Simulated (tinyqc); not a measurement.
Series resistance and mobility from two gate lengths.

Inverse problem. At small Vds the total resistance times width is 2 Rs + L/(mu Q), with the same mu and Q at both lengths. Find mu and Rs.

total resistance at L = 20 and 250 nm (ohm um): 101.27967  575.99587
Q = 0.85 uC/cm^2

Answer. The slope against L is 1/(mu Q), and the intercept at L = 0 is 2 Rs.

mu = 570.0 cm^2/(V s)
Rs = 30.00 ohm um

Numbers from tinyqc (`OMP_NUM_THREADS=1 python tinyqc.py 2380066 2380067 out.jsonl`; about 0.01 s on one thread of a shared Intel Xeon 2.30GHz).
